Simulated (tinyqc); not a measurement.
Orbital energy against energy difference: ionisation energy by orbital energies and by energy differences in the cc-pvdz basis, for BeH2, spin multiplicity 1. Computed by the program tinyqc with PySCF. 

Geometry (angstrom):
```
atom       x        y       z
Be    0.0000   0.0000  0.0000
H     0.0000   1.2960  0.0000
H     0.0000  -1.2960  0.0000
```

CCSD(T) difference in the same basis = 12.0414 eV

IP-EOM-CCSD = 12.0745 eV

The cation is unrestricted; errors are against CCSD(T) in this basis, not against experiment.

First vertical ionisation energy (eV):
```
method     -e(HOMO)  E(cation) - E  error of -e(HOMO)  error of the difference
HF           12.279       11.41046              0.238                   -0.631
LDA           7.476       11.68990             -4.565                   -0.351
PBE           7.493       11.71452             -4.548                   -0.327
B3LYP         8.680       11.95895             -3.361                   -0.082
PBE0          8.860       11.89270             -3.181                   -0.149
CAM-B3LYP    10.366       12.05769             -1.675                    0.016
LC-wPBE      11.824       12.20822             -0.217                    0.167
```

Koopmans errs by +0.24 eV and Delta-HF by -0.63 eV: relaxation, 0.87 eV, lowers the value and the missing correlation difference works against it. The PBE level is off by -4.5 eV through the wrong tail of its potential, though its energy difference is off by -0.33 eV; exact exchange deepens the level, and among the orbital energies LC-wPBE comes closest; among the differences CAM-B3LYP does.
